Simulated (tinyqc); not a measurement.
Binary melting diagram from solution models of liquid and solid: one step, computed by the program tinyqc. Command: `OMP_NUM_THREADS=1 python tinyqc.py 3020002 3020003 out.jsonl melt walk`. One thread of a shared host (Intel(R) Xeon(R) Processor @ 2.30GHz), about 0.01 s of CPU time with the checks.

x is the fraction of B. In a phase with interaction L: mu_A = G_A + R T ln(1 - x) + L x^2, mu_B = G_B + R T ln x + L (1 - x)^2. Melting: G(liquid) - G(solid) = H (1 - T/T_m) for each pure component.

Task: Temperature and melting free energies. T = T_A + u (T_B - T_A). The ideal solution has k_A = exp(dG_A/(R T)) = (1 - xs)/(1 - xl) and k_B = exp(dG_B/(R T)) = xs/xl, so xl = (1 - k_A)/(k_B - k_A).

Inputs (values chosen for the exercise, modelled on Si-Ge):
```
quantity                              value    unit
melting point T_A                      1687       K
melting point T_B                      1211       K
heat of melting H_A                    49.7  kJ/mol
heat of melting H_B                    37.4  kJ/mol
position of T, (T - T_A)/(T_B - T_A)   0.39       -
```

Diagram: complete solid solution (lens).

Constants: R = 8.314462618 J/(mol K).

Give: T; dG_A; dG_B; ideal liquidus xl; ideal solidus xs.

Result:

T = 1501.36 K

dG_A = 5.4691 kJ/mol

dG_B = -8.9674 kJ/mol

ideal liquidus xl = 0.51758

ideal solidus xs = 0.25234
